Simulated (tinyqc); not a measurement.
# Electron mobility in a silicon inversion layer, empirical terms and Matthiessen rule: two studies

Inversion layer of sheet density Ns on a uniformly doped body. The mobility terms are empirical power laws with prefactors chosen for the exercise; adding their inverses (Matthiessen) is itself an approximation.

Values chosen for this exercise; material values close to those of silicon:
```
symbol    value        unit                                                meaning
T           400           K                                            temperature
Eg          1.1          eV                                               band gap
eps_r      11.5                         relative permittivity of the semiconductor
Nc      4.28e19       cm^-3                 conduction-band density of states at T
Nv      4.05e19       cm^-3                    valence-band density of states at T
Nb       2.1e17       cm^-3                                            body doping
Vsb           0           V                                      reverse body bias
eta         0.5              weight of the inversion charge in the effective field
Ap          476  cm^2/(V s)           phonon-limited mobility at 1 MV/cm and 300 K
As          648  cm^2/(V s)                  roughness-limited mobility at 1 MV/cm
gs            2                                     exponent of the roughness term
Ac         1800  cm^2/(V s)                                      Coulomb prefactor
Nit      1.3e10       cm^-2                                charge at the interface
Ns         9e11       cm^-2                                      inversion density
```

Constants: q = 1.602176634e-19 C, kB = 1.380649e-23 J/K, Vt = kB T/q, eps0 = 8.8541878128e-14 F/cm where lengths are in cm. Results are converted to the units shown.

Each table varies one quantity; the others keep the values above.

## Effect of the reverse body bias

ni = sqrt(Nc Nv) exp(-Eg/(2 Vt)), Eg in volts; Ndep = sqrt(2 eps0 eps_r Nb (2 Vt ln(Nb/ni) + Vsb)/q); E = q (Ndep + eta Ns)/(eps0 eps_r), in MV/cm. With t = T/(300 K): muC = Ac (Ns/1e12 cm^-2) t/(Nb/1e17 cm^-3 + Nit/1e11 cm^-2), muP = Ap E^(-1/3) t^(-1.75), muS = As E^(-gs); 1/mu is the sum of the inverses.

The same in every row: muC (cm^2/(V s)) = 968.6.

Effect of the reverse body bias:

| Vsb (V) | E (MV/cm) | muP (cm^2/(V s)) | muS (cm^2/(V s)) | mu (cm^2/(V s)) |
|---|---|---|---|---|
| 0 | 0.2913 | 434.1 | 7639 | 288.4 |
| 0.4 | 0.3447 | 410.3 | 5453 | 273.8 |
| 0.8 | 0.3893 | 394.0 | 4275 | 262.9 |
| 1.2 | 0.4284 | 381.7 | 3530 | 254.1 |
| 1.6 | 0.4637 | 371.7 | 3014 | 246.7 |
| 2 | 0.4960 | 363.5 | 2634 | 240.2 |
| 2.4 | 0.5260 | 356.4 | 2342 | 234.5 |

Read the table: what changes, and by how much?

As Vsb goes from 0 to 2.4 V, E rises from 0.291 to 0.526 MV/cm and mu falls from 288 to 234 cm^2/(V s). The phonon term is the smallest in the first and the last row.

## Effect of the body doping

Same model as above.

Results:

| Nb (cm^-3) | E (MV/cm) | muC (cm^2/(V s)) | muP (cm^2/(V s)) | muS (cm^2/(V s)) | mu (cm^2/(V s)) |
|---|---|---|---|---|---|
| 2e16 | 0.1309 | 6545 | 566.7 | 3.783e4 | 514.4 |
| 4.4e16 | 0.1640 | 3789 | 525.6 | 2.408e4 | 452.9 |
| 2.1e17 | 0.2913 | 968.6 | 434.1 | 7639 | 288.4 |
| 4.7e17 | 0.4128 | 447.2 | 386.4 | 3802 | 196.6 |
| 1e18 | 0.5859 | 213.2 | 343.8 | 1888 | 123.0 |
| 2.3e18 | 0.8781 | 93.39 | 300.5 | 840.5 | 65.68 |
| 5e18 | 1.296 | 43.09 | 263.9 | 385.8 | 33.80 |

Estimate the missing row, Nb = 9.7e16 cm^-3.

Computed row:

| Nb (cm^-3) | E (MV/cm) | muC (cm^2/(V s)) | muP (cm^2/(V s)) | muS (cm^2/(V s)) | mu (cm^2/(V s)) |
|---|---|---|---|---|---|
| 9.7e16 | 0.2151 | 1964 | 480.2 | 1.400e4 | 375.5 |

With this row back in the table: As Nb goes from 2e16 to 5e18 cm^-3, E rises from 0.131 to 1.30 MV/cm and mu falls from 514 to 33.8 cm^2/(V s). The smallest term is the phonon one in the first row and the Coulomb one in the last.

tinyqc, about 0.01 s, one thread, Intel Xeon 2.30GHz (shared host): `OMP_NUM_THREADS=1 python tinyqc.py 2510137 2510138 out.jsonl`
